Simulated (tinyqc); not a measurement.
Admittance spectroscopy and thermally stimulated current of one trap level in a depletion layer: one step, computed by the program tinyqc.

A Schottky junction on n-type material holds one donor-like electron trap; shallow donors are fully ionised and abrupt depletion edges are assumed.

Question. Temperature of the peak. N_c = 2 (2 pi m k_B T/h^2)^(3/2), v_th = sqrt(3 k_B T/m), emission rate e_n = sigma v_th N_c exp(-E_t/(k_B T)). Where the level crosses the Fermi level capture equals emission, so the trap follows the signal with the rate 2 e_n; G/omega peaks at omega = 2 e_n (the correction for large N_t/N is left out). Solve 2 e_n(T_p) = 2 pi f.

Inputs (values chosen for the exercise, modelled on n-type GaAs): density-of-states mass m = 0.0684 m_0; shallow doping N = 2.4e+16 1/cm^3; trap depth E_t below the band = 0.262 eV; capture cross section sigma = 4.7e-14 cm^2; test frequency f = 800000 Hz.

Constants: k_B = 1.380649e-23 J/K; m_0 = 9.1093837015e-31 kg; h = 6.62607015e-34 J s; k_B = 8.617333262e-05 eV/K.

Give: peak temperature T_p; N_c at T_p; e_n at T_p; E_c - E_F = k_B T_p ln(N_c/N).

Answer.

peak temperature T_p = 244.67 K

N_c at T_p = 3.3063e+17 1/cm^3

e_n at T_p = 2.5133e+06 1/s

E_c - E_F = k_B T_p ln(N_c/N) = 0.055301 eV
